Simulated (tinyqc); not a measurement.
Plane-wave Kohn-Sham cycle with exchange-only LDA in a layered model solid, step by step. Computed by tinyqc, a small Python program that keeps every step. Settings: points = 16, plane-wave index or count = 3, electrons = 4, k points = 3, area = 15.0, mixing = 0.3, iteration cap = 73, Kerker q0 = 1.33. Command: `OMP_NUM_THREADS=1 python tinyqc.py 20855 20856 out.jsonl` (the two numbers bound the seeds that draw the settings). One thread of a shared host (Intel(R) Xeon(R) Processor @ 2.60GHz), about 0.05 s of CPU time with the checks.

A solid whose potential varies along x alone (atomic units):
```
parameter                      value
period a                   16.400000
cross-section of the cell  15.000000
electrons per cell                 4
grid points                       16
plane waves -n..n, n               3
k points                           3
V1 in V1 cos(2 pi x/a)     -0.550000
```

Stop when sqrt(dV sum R^2) is below 1e-8, dV = a A/N.

Course of the cycle:
```
iteration  E (hartree)  norm of the residual
1           -1.8625227              2.80e-01
2           -1.7298732              2.65e-01
3           -1.6092553              2.50e-01
4           -1.5001861              2.36e-01
5           -1.4021170              2.22e-01
6           -1.3144714              2.09e-01
7           -1.2366625              1.96e-01
8           -1.1681049              1.84e-01
9           -1.1082229              1.71e-01
10          -1.0564603              1.59e-01
11          -1.0122868              1.47e-01
...                ...                   ...
63          -0.8573307              5.32e-03
64          -0.8573403              1.28e-02
65          -0.8575441              2.99e-02
66          -0.8577365              2.68e-02
67          -0.8574786              1.39e-02
68          -0.8574010              1.02e-02
69          -0.8573779              1.12e-02
70          -0.8574080              1.71e-02
71          -0.8575281              2.42e-02
72          -0.8575764              2.26e-02
73          -0.8574865              1.68e-02
```

Can the last value be used, and what does the course show?

Not by the stop rule. Not converged within 73 iterations: the residual falls in a zigzag, on average by a factor of about 0.97 a step. At the k point shown the highest filled and lowest empty bands lie only 0.0025 hartree apart, so integer filling is fragile. Reruns (cap 100 unless said): mixing 0.1: not converged; mixing 0.5, Kerker q0 1.0: not converged; mixing 0.3, Pulay depth 5: not converged; the original settings with a cap of 400: not converged.
